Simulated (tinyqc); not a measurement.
# Hopping conduction between localised states, step by step

A worked calculation. Computed by tinyqc, a small Python program that keeps every step. Command: `OMP_NUM_THREADS=1 python tinyqc.py 3006834 3006835 out.jsonl hop walk`. One thread of a shared host (Intel(R) Xeon(R) Processor @ 2.30GHz), about 0.01 s of CPU time with the checks. Intermediate numbers are printed to about 6 digits and carried at full precision; extremes and crossings named in words are read from the listed rows.

Energies are counted from the Fermi level. A small network shows the mechanism; the laws of an infinite system follow.

Inputs (values chosen for the exercise, for a model defective oxide):

| quantity | value | unit |
|---|---|---|
| localisation length xi | 0.6 | nm |
| density of states g_0 | 2.4e+19 | 1/(eV cm^3) |
| permittivity eps | 9.6 | - |
| activation energy E_a to extended states | 0.11 | eV |
| prefactor of activated conduction | 23 | S/cm |
| prefactor of hopping | 0.013 | S/cm |
| conductance scale G_0 | 1 | microsiemens |
| temperature T | 190 | K |

Dimension: 3D.

sites of the small network (nm, nm, meV):
```
      x     y  energy
1     0  0.55     0.8
2  0.58  1.44  -18.14
3  1.48  0.41  -18.54
4  2.66  1.66  -15.91
5  3.48  0.99  -15.46
6  4.34  0.52   13.59
7  5.11  0.81    5.77
8   5.9  1.38   -1.33
```

Constants: k_B = 8.617333262e-05 eV/K; e^2/(4 pi eps_0) = 14.39964548 eV angstrom.

## Pair exponents

Miller-Abrahams exponent s_ij = 2 r_ij/xi + (|E_i| + |E_j| + |E_i - E_j|)/(2 k_B T); G_ij = G_0 exp(-s_ij). The diagonal is set to 0 and not used.

s_ij:
```
         1        2        3        4        5        6        7        8
1   0.0000   4.6978   6.1366  10.6283  12.6855  15.2970  17.4078  19.9904
2   4.6978   0.0000   5.6917   8.0799  10.8903  14.8410  16.7057  18.8424
3   6.1366   5.6917   0.0000   6.8623   8.0737  11.5028  13.6580  16.2163
4  10.6283   8.0799   6.8623   0.0000   4.5014   8.5693   9.9683  11.8120
5  12.6855  10.8903   8.0737   4.5014   0.0000   5.0411   6.7630   9.1150
6  15.2970  14.8410  11.5028   8.5693   5.0411   0.0000   3.5727   6.8491
7  17.4078  16.7057  13.6580   9.9683   6.7630   3.5727   0.0000   3.6809
8  19.9904  18.8424  16.2163  11.8120   9.1150   6.8491   3.6809   0.0000
```

## Kirchhoff solution

Site 1 is held at potential 1 and site 8 at 0; Kirchhoff's law sum_j G_ij (u_i - u_j) = 0 fixes the others; G = sum_j G_1j (1 - u_j). G_ij = G_0 exp(-s_ij).

potentials: 1.00000  0.93231  0.81580  0.25528  0.18623  0.06464  0.03750  0.00000

conductance G = 0.00103610 microsiemens

-ln(G/G_0) = 6.87229

## Critical path

Critical exponent s_c: the smallest value such that bonds with s_ij <= s_c connect site 1 with site 8.

critical exponent s_c = 6.86230

One such path is 1-2-3-4-5-6-7-8. -ln(G/G_0) = 6.87 against s_c = 6.86: the hardest unavoidable hop sets the conductance.

## The network against temperature

Miller-Abrahams exponent s_ij = 2 r_ij/xi + (|E_i| + |E_j| + |E_i - E_j|)/(2 k_B T); G_ij = G_0 exp(-s_ij). Site 1 is held at potential 1 and site 8 at 0; Kirchhoff's law sum_j G_ij (u_i - u_j) = 0 fixes the others; G = sum_j G_1j (1 - u_j). The last column is the length of the critical bond.

Network:

| T (K) | -ln(G/G_0) | s_c | critical hop (nm) |
|---|---|---|---|
| 57 | 9.71720 | 9.50446 | 1.71898 |
| 86 | 8.31723 | 8.23166 | 1.71898 |
| 130 | 7.41524 | 7.38492 | 1.71898 |
| 190 | 6.87229 | 6.86230 | 1.71898 |
| 280 | 6.50052 | 6.49833 | 1.71898 |
| 480 | 6.17779 | 6.17817 | 1.71898 |

-ln(G/G_0) follows s_c within 0.3. The critical hop is 1.72 nm long at the lowest T and 1.72 nm at the highest: in this small sample the range does not grow on cooling.

## Variable-range laws

Mott: T_M = 21.2/(k_B g_0 xi^3), exponent (T_M/T)^(1/4), mean hop r = (3/8) xi times the exponent. Efros-Shklovskii: T_ES = 2.8 e^2/(4 pi eps eps_0 k_B xi), exponent (T_ES/T)^(1/2). Coulomb gap width g_0^(1/2) (e^2/(4 pi eps eps_0))^(3/2). The numerical coefficients come from percolation theory and are given.

T_M = 4.74567e+07 K

T_ES = 8122.96 K

Mott exponent = 22.3556

Efros-Shklovskii exponent = 6.53853

mean hop by the Mott formula = 5.03001 nm

Coulomb gap = 8.99967 meV

The larger exponent, here Mott, is the one that limits; the two are equal at T = 1.39 K, below which the Coulomb gap rules.

## Total conductivity

sigma = s_1 exp(-E_a/k_B T) + s_2 exp(-larger of the two exponents); reduced activation energy w = d ln(sigma)/d ln(T) by a central difference of +/- 1 %.

activated part = 0.0277947 S/cm

hopping part = 2.54118e-12 S/cm

conductivity = 0.0277947 S/cm

reduced activation energy w = 6.71885

Activation to extended states carries 100 %. For sigma = s exp(-(T_0/T)^p), w = p (T_0/T)^p, so the slope of ln w against ln T gives -p.

Checks made by the program: current leaving the first site against current entering the last (relative difference below 1e-10).
